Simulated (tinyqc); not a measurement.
What moves the results: Slater-Koster d bands of a bcc metal. A value that a table varies takes the place of the one given here.

Slater-Koster d bands. For a bond with direction cosines (l, m, n) the 5 x 5 block is dds Ps + ddp Pp + ddd (1 - Ps - Pp), the projectors on sigma, pi and delta states about the bond; for instance <xy|xy> = 3 l^2 m^2 dds + (l^2 + m^2 - 4 l^2 m^2) ddp + (n^2 + l^2 m^2) ddd, <xy|yz> = 3 l m^2 n dds + l n (1 - 4 m^2) ddp + l n (m^2 - 1) ddd and <3z2-r2|3z2-r2> = (n^2 - (l^2 + m^2)/2)^2 dds + 3 n^2 (l^2 + m^2) ddp + (3/4)(l^2 + m^2)^2 ddd. H(k) sums the blocks times cos(k.R) over the neighbours; the d level is the zero of energy; k in 2 pi/a.

Neighbours: eight at (a/2)(1,1,1) and equivalents, and six at a(1,0,0) and equivalents with the integrals times f2.

Mesh: k = f1 b1 + f2 b2 + f3 b3 with fractions (j + 1/2)/N, j = 0 to N - 1, and b = (-1,1,1), (1,-1,1), (1,1,-1) for fcc, (0,1,1), (1,0,1), (1,1,0) for bcc, unit vectors for simple cubic. The lowest Nd/10 of all levels are filled with two electrons each; the bond energy is their sum per atom.

Parameters, chosen for this exercise (of the size met in W; not measured data): dds = -1.478 eV (dd sigma); ddp = 0.783 eV (dd pi); ddd = -0.103 eV (dd delta); f2 = 0.487 (factor on all three integrals for second neighbours); N = 10 (mesh).

## Band filling: full bands against the rectangular model

W = sqrt(12 mu2) with mu2 the mean square level on the mesh; rectangular model: Fermi level W (Nd/10 - 1/2), bond energy -W Nd (10 - Nd)/20. The Fermi level of the mesh is the highest filled level.

Per atom (eV):

| Nd | EF, bands | bond energy, bands | EF, rectangle | bond energy, rectangle |
|---|---|---|---|---|
| 1 | -3.486 | -3.971 | -3.524 | -3.964 |
| 2 | -2.804 | -7.086 | -2.643 | -7.048 |
| 3 | -2.145 | -9.562 | -1.762 | -9.250 |
| 4 | -0.838 | -11.254 | -0.881 | -10.572 |
| 5 | 0.720 | -11.110 | 0.000 | -11.012 |
| 6 | 1.389 | -10.004 | 0.881 | -10.572 |
| 7 | 1.745 | -8.423 | 1.762 | -9.250 |
| 8 | 2.166 | -6.494 | 2.643 | -7.048 |
| 9 | 3.216 | -3.846 | 3.524 | -3.964 |

W = 8.810 eV
full width on the mesh = 10.402 eV

The bond energy is deepest at Nd = 4 (-11.254 eV); the rectangle has its minimum at 5. The two differ most at Nd = 7, by 0.827 eV or 8 % of the deepest value: the second moment fixes the parabola, and higher moments the rest. At Nd = 3 and 7 the bands give -9.562 and -8.423 eV, a skew towards less than half filling.

## Which lattice a d-band metal prefers

fcc has twelve neighbours, bcc eight and six (the six times f2), simple cubic six. The integrals of bcc and sc are scaled so that all three have the second moment of fcc, which stands for equal repulsion (structural energy difference theorem). s and p electrons are left out.

Bond energy per atom:

| Nd | fcc (eV) | bcc - fcc (meV) | sc - fcc (meV) |
|---|---|---|---|
| 1 | -4.756 | 275 | -117 |
| 2 | -8.034 | 38 | -98 |
| 3 | -10.500 | -291 | 268 |
| 4 | -12.130 | -571 | 703 |
| 5 | -12.615 | 77 | 919 |
| 6 | -11.871 | 581 | 444 |
| 7 | -10.073 | 567 | -159 |
| 8 | -7.486 | 157 | -646 |
| 9 | -4.071 | -270 | -802 |

scale factors: bcc 1.1285, sc 1.4142

mu3/mu2^1.5: fcc -0.173, bcc -0.162, sc 0.000

mu4/mu2^2: fcc 1.851, bcc 1.748, sc 2.355

largest change of a difference when N is raised to 14 = 33 meV

fcc is lowest for Nd = 5 and 6. bcc is lowest for Nd = 3 and 4. sc is lowest for Nd = 1, 2, 7, 8 and 9. bcc gains most on fcc at Nd = 4 (-571 meV). A small fourth moment marks a two-peaked band, which tends to favour fillings near one half; bcc has -6 % against fcc, and at Nd = 5 it lies +77 meV from fcc, which the fourth moment alone does not explain (differences of a few tens of meV are within the error of the mesh; hcp is left out, and this d-only model can miss the lattice of the real metal). The third moments, from three-membered rings, skew the bands. That simple cubic wins anywhere comes from keeping d bands and equal second moments alone; no transition metal takes it. Differences below about 33 meV are within the error of this mesh, and the s and p electrons left out weigh most where the d band is nearly empty or full.

## What each integral does

Levels at Gamma, E(t2g) = (8/3) dds + (16/9) ddp + (32/9) ddd + f2 (4 ddp + 2 ddd), E(eg) = (16/3) ddp + (8/3) ddd + f2 (3 dds + 3 ddd), and W = sqrt(12 mu2), the width of a rectangular band with the same second moment mu2 = z (dds^2 + 2 ddp^2 + 2 ddd^2)/5, z = 8 + 6 f2^2. Each row changes one parameter from the base and keeps the others.

Results:

| case | t2g (eV) | eg (eV) | W (eV) |
|---|---|---|---|
| base | -1.4906 | 1.5915 | 8.8098 |
| dds = -1.2563 eV | -0.8994 | 1.9154 | 7.9940 |
| ddp = 0.9004 eV | -1.0532 | 2.2176 | 9.3033 |
| ddd = -0.1184 eV | -1.5603 | 1.5279 | 8.8186 |
| f2 = 0.56 | -1.2770 | 1.2453 | 9.0216 |

The largest shifts from the base row, up to three for each result and ties (the steps differ in size, so this ranks the rows, not the parameters). t2g (eV): dds +0.5912, ddp +0.4374, f2 +0.2136. eg (eV): ddp +0.6261, f2 -0.3462, dds +0.3239. W (eV): dds -0.8158, ddp +0.4935, f2 +0.2118. The ratio of the shifts of t2g and eg names the integral: it is the ratio of the coefficients in the two formulas.

(tinyqc, `OMP_NUM_THREADS=1 python tinyqc.py 1481424 1481425 out.jsonl`, Intel(R) Xeon(R) Processor @ 2.30GHz, 1 thread, shared host, about 0.05 s.)
